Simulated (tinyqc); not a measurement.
From results back to parameters: two-band k.p model of the Delta valleys near the X point under shear strain. Three cases, with inputs chosen for the exercise.

Problem. Under a shear strain exy (|eta| < 1) the valley on the [001] axis has ml(eta) = ml/(1 - eta^2), 1/m[110] = 1/mt + eta/Mp and 1/m[1-10] = 1/mt - eta/Mp with Mp > 0, eta = D exy/Delta, Delta = 2 c k0^2/ml, k0 = kx0 2 pi/a, c = hbar^2/2m0.

Constants: hbar^2/2m0 = 3.80998211 eV angstrom^2.

Find: mt; eta; Mp; D.

Method. The mean of the two inverse transverse masses is 1/mt; eta^2 = 1 - ml/ml(eta), with the sign of 1/m[110] - 1/m[1-10] = 2 eta/Mp, which then gives Mp; D = eta Delta/exy.

Case 1.

Values chosen (near those of Si; the results hold for these values, not for the real material):
- a = 5.428 angstrom (lattice constant)
- ml = 0.919 m0 (longitudinal mass)
- kx0 = 0.153 2 pi/a (distance of the minimum from X)
- exy = -0.0068 (shear strain)

m[110], m[1-10], ml(eta) (m0): 0.27808949  0.15252460  1.05427309

Solution.

mt = 0.197 m0
eta = -0.3582
Mp = 0.242 m0
D = 13.7 eV

Case 2.

Values chosen (near those of Si; the results hold for these values, not for the real material):
- a = 5.417 angstrom (lattice constant)
- ml = 0.943 m0 (longitudinal mass)
- kx0 = 0.15 2 pi/a (distance of the minimum from X)
- exy = 0.0042 (shear strain)

m[110], m[1-10], ml(eta) (m0): 0.16048960  0.23890676  0.99571210

Solution.

mt = 0.192 m0
eta = 0.2301
Mp = 0.225 m0
D = 13.4 eV

Case 3.

Values chosen (near those of Si; the results hold for these values, not for the real material):
- a = 5.434 angstrom (lattice constant)
- ml = 0.906 m0 (longitudinal mass)
- kx0 = 0.147 2 pi/a (distance of the minimum from X)
- exy = 0.0012 (shear strain)

m[110], m[1-10], ml(eta) (m0): 0.18843670  0.21307523  0.91073479

Solution.

mt = 0.200 m0
eta = 0.0721
Mp = 0.235 m0
D = 14.6 eV

Computed by tinyqc, one run a case: `OMP_NUM_THREADS=1 python tinyqc.py N N+1 out.jsonl` with N = 1080161, 1080204, 1080296; one thread of a shared Intel(R) Xeon(R) Processor @ 2.30GHz, about 0.01 s a run at most.
